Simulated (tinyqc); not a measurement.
From results back to parameters: core-shell quantum dot (spherical envelope functions). Two cases, with inputs chosen for the exercise.

Problem. The lowest electron level was computed from a hidden shell thickness H.

Parabolic bands; strain and other valleys are left out. s states, u = r psi, hard wall at R + H, c = hbar^2/2m0, energies from the band edges of the core. Core: u = sin(k1 r)/k1, k1 = sqrt(m1 E/c). At R, psi and psi'/m are continuous, so u is continuous and its slope in the shell is s = u/R + (m2/m1)(u' - u/R). Shell: u(R + x) = u(R) cos(k2 x) + s sin(k2 x)/k2, k2 = sqrt(m2 (E - V)/c); for negative arguments the functions turn into sinh and cosh. A level has u(R + H) = 0.

Constants: hbar^2/2m0 = 3.80998211 eV angstrom^2.

Case 1.

Values chosen (near those of a ZnSe/CdS core-shell dot; the results hold for these values, not for the real material):
- R = 38 angstrom (core radius)
- Vc = -0.718 eV (conduction edge of the shell above that of the core)
- me1 = 0.153 m0 (electron, core)
- me2 = 0.202 m0 (electron, shell)

E_e = -0.4251430 eV

Case 2.

Values chosen (near those of a Ge/Si core-shell dot; the results hold for these values, not for the real material):
- R = 39 angstrom (core radius)
- Vc = -0.046 eV (conduction edge of the shell above that of the core)
- me1 = 0.122 m0 (electron, core)
- me2 = 0.249 m0 (electron, shell)

E_e = 0.0072410 eV

Find: u(R); s; H.

Solution. u(R) and s follow from E_e; u(R + H) = 0 gives tan(k2 H) = -k2 u(R)/s, with the first positive root.

Case 1.

u(R) = 548.465 angstrom
s = 90.0020
H = 20.0 angstrom

Case 2.

u(R) = 36.748 angstrom
s = 0.7107
H = 32.0 angstrom

Computed by tinyqc, one run a case: `OMP_NUM_THREADS=1 python tinyqc.py N N+1 out.jsonl` with N = 1250021, 1250032; one thread of a shared Intel(R) Xeon(R) Processor @ 2.30GHz, about 0.04 s a run at most.
